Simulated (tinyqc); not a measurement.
## Slope factor and drain-induced lowering from three currents

Question. With source and body at 0 V, I = A exp((Vg + dd Vd)/(nf Vt)) (1 - exp(-Vd/Vt)). Find nf, the swing nf Vt ln 10 and dd.

Inputs (values chosen for the exercise): temperature T = 300 K.

Constants: q = 1.602176634e-19 C, kB = 1.380649e-23 J/K, Vt = kB T/q. Results are converted to the units shown.

currents at (Vg, Vd) = (0, 0.05), (0, 1) and (0.05, 1) V (nA/um): 0.063131762  3.0588124  11.300442

Solution. The pair at equal Vd gives nf; the pair at equal Vg, after dividing out the factors 1 - exp(-Vd/Vt), gives dd.

nf = 1.480
swing = 88.10 mV/decade
dd = 0.1500

Numbers from tinyqc (`OMP_NUM_THREADS=1 python tinyqc.py 2242013 2242014 out.jsonl`; about 0.03 s on one thread of a shared Intel Xeon 2.30GHz).
